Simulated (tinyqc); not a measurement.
Trap in a gate oxide as a short-range spherical well: sweeps and comparisons. A value that a table varies takes the place of the one given here.

A spherical well of radius R and depth V0 below the conduction edge, one mass m, c = hbar^2/2m0. The s level at binding Et solves k cot(k R) = -kappa with k = sqrt(m (V0 - Et)/c), kappa = sqrt(m Et/c); it exists for V0 > Vc = c (pi/2R)^2/m. Outside, psi falls as exp(-kappa r)/r.

Lucovsky model (delta well, plane-wave final states, no local-field factor): sigma = (32 pi alpha c/(3 n_r m Et)) (x - 1)^(3/2)/x^3, x = h nu/Et, c = hbar^2/2m0; 1 angstrom^2 = 1e-16 cm^2.

Energies from the conduction edge of the channel. The trap level at depth x is E_T = dEc - Et - e Fox x (1 MV/cm = 0.01 eV/angstrom). An electron at the channel edge tunnels with the WKB exponent S = (4/3) sqrt(m/c) [dEc^(3/2) - (dEc - e Fox x)^(3/2)]/(e Fox), c = hbar^2/2m0; tau = t0 exp(S); the occupation is f = 1/(1 + exp((E_T - EF)/kB T)), tau_c = tau/f and tau_e = tau/(1 - f). Lattice relaxation is left out; a level below the channel edge needs phonons as well, so tau is then a lower bound, while a level above it can also empty elastically at its own energy, through a thinner barrier, faster than this tau.

Constants: hbar^2/2m0 = 3.80998211 eV angstrom^2; fine-structure constant alpha = 0.007297352564; kB = 8.617333262e-05 eV/K.

Values chosen for the exercise (near those of SiO2 on 4H SiC; shifted at random, so the results belong to these values and not to a real crystal):

| symbol | value | unit | meaning |
|---|---|---|---|
| R | 3.8 | angstrom | radius of the well |
| m | 0.458 | m0 | mass |
| fV | (1.03, 1.1, 1.33, 1.54, 1.9, 2.9, 5.97) |  | V0/Vc |
| n_r | 1.44 |  | refractive index |
| xs | (1.04, 1.26, 1.41, 1.75, 2.28, 3.23, 4.1, 6.41) |  | photon energies h nu/Et |
| dEc | 2.66 | eV | conduction offset to the channel |
| Fox | 6.6 | MV/cm | oxide field, lowering levels away from the channel |
| t0 | 0.44 | x 1e-11 s | time constant at the interface |
| T | 300 | K | temperature |
| EF | -0.08 | eV | Fermi level above the channel edge |
| ds | (3, 6, 9, 12, 15, 18) | angstrom | depths |
| V0 | 4.83 | eV | depth of the well |
| x | 5 | angstrom | depth of the trap |

## From threshold to a deep level

Et against the depth at fixed R; near threshold Et = (pi^2/16)(V0 - Vc)^2/Vc.

Results:

| V0/Vc | V0 (eV) | Et (eV) | threshold form (eV) | 1/kappa (angstrom) | share outside |
|---|---|---|---|---|---|
| 1.03 | 1.464 | 0.0007722 | 0.0007891 | 103.8 | 0.964 |
| 1.10 | 1.564 | 0.008172 | 0.008768 | 31.9 | 0.889 |
| 1.33 | 1.891 | 0.07714 | 0.09549 | 10.4 | 0.702 |
| 1.54 | 2.189 | 0.1845 | 0.2557 | 6.7 | 0.585 |
| 1.90 | 2.701 | 0.4344 | 0.7102 | 4.4 | 0.449 |
| 2.90 | 4.122 | 1.371 | 3.165 | 2.5 | 0.263 |
| 5.97 | 8.486 | 5.030 | 21.66 | 1.3 | 0.103 |

How do the results move?

The threshold form holds to 10 % up to V0/Vc = 1.10 of those listed. There the state is mostly outside the well (96 % in the first row) and knows only Et, which is why a delta-well model works; more than half is inside from V0/Vc = 1.90 on. A second s level would need V0/Vc > 9.

## Neutral against charged centre

Et = 1.91085 eV

Lucovsky cross-section, its shape relative to the peak, and the shape of a hydrogen-like centre relative to threshold: x^-4 exp(4 - 4 atan(e)/e)/(1 - exp(-2 pi/e)), e = sqrt(x - 1).

Results:

| x | h nu (eV) | sigma (1e-18 cm^2) | relative to peak | hydrogen-like |
|---|---|---|---|---|
| 1.04 | 1.987 | 0.526 | 0.057 | 0.901 |
| 1.26 | 2.408 | 4.90 | 0.530 | 0.536 |
| 1.41 | 2.694 | 6.92 | 0.749 | 0.394 |
| 1.75 | 3.344 | 8.96 | 0.970 | 0.216 |
| 2.28 | 4.357 | 9.03 | 0.977 | 0.102 |
| 3.23 | 6.172 | 7.31 | 0.791 | 0.037 |
| 4.10 | 7.834 | 5.85 | 0.634 | 0.018 |
| 6.41 | 12.249 | 3.53 | 0.382 | 0.005 |

How do the results move?

The short-range centre starts from zero, reaches half its peak at x = 1.24 and peaks at x = 2; in the last row it still has 38 % of the peak. The Coulomb centre is largest at threshold and is down to 0.5 % there. Reading the peak as the threshold would misplace the level by a factor 2, here 1.91 eV. Rows above the gap, about 9 eV, are hidden by band-to-band absorption.

## Depth of the trap

Each depth has its own level and time; the corner frequency is 1/(2 pi tau).

Results:

| x (angstrom) | E_T (eV) | S | tau (s) | corner (Hz) | f |
|---|---|---|---|---|---|
| 3 | 0.551 | 3.33 | 1.2e-10 | 1.3e+09 | 0.000 |
| 6 | 0.353 | 6.53 | 3.0e-09 | 5.3e+07 | 0.000 |
| 9 | 0.155 | 9.59 | 6.4e-08 | 2.5e+06 | 0.000 |
| 12 | -0.043 | 12.50 | 1.2e-06 | 1.3e+05 | 0.192 |
| 15 | -0.241 | 15.27 | 1.9e-05 | 8.4e+03 | 0.998 |
| 18 | -0.439 | 17.88 | 0.00026 | 6.2e+02 | 1.000 |

What can be read from the table?

tau spans 6.3 decades, one decade for each 2.16 angstrom at the start and 2.65 at the end, where the field has thinned the barrier. Traps spread evenly in depth are thus spread nearly evenly in ln tau; if levels near EF exist at every depth, this sums to 1/f noise and to charging that grows as ln t. With the single Et of this table only depths where f is neither 0 nor 1 contribute. The level crosses EF between 12 and 15 angstrom.

## What each parameter does

Et from the well, then the level and the time. Each row changes one parameter from the base and keeps the others.

Results:

| case | Et (eV) | E_T (eV) | log10 tau (s) | ln(tau_c/tau_e) |
|---|---|---|---|---|
| base | 1.911 | 0.419 | -8.98 | 19.3 |
| x = 7 angstrom | 1.911 | 0.287 | -8.07 | 14.2 |
| Fox = 7.6 MV/cm | 1.911 | 0.369 | -8.99 | 17.4 |
| dEc = 2.45 eV | 1.911 | 0.209 | -9.08 | 11.2 |
| m = 0.504 m0 | 2.089 | 0.241 | -8.86 | 12.4 |
| V0 = 5.07 eV | 2.101 | 0.229 | -8.98 | 12.0 |
| T = 350 K | 1.911 | 0.419 | -8.98 | 16.5 |
| EF = -0.03 eV | 1.911 | 0.419 | -8.98 | 17.4 |

What can be read from the table?

The largest shifts from the base row, up to three for each result and ties (the steps differ in size, so this ranks the rows, not the parameters). Et (eV): V0 +0.190, m +0.178; unchanged at the printed digits by x, Fox, dEc, T and EF. E_T (eV): dEc -0.210, V0 -0.190, m -0.178; unchanged at the printed digits by T and EF. log10 tau (s): x +0.91, m +0.12, dEc -0.10; unchanged at the printed digits by V0, T and EF. ln(tau_c/tau_e): dEc -8.1, V0 -7.4, m -6.9.

(tinyqc, `OMP_NUM_THREADS=1 python tinyqc.py 1280262 1280263 out.jsonl`, Intel(R) Xeon(R) Processor @ 2.30GHz, 1 thread, shared host, about 0.01 s.)
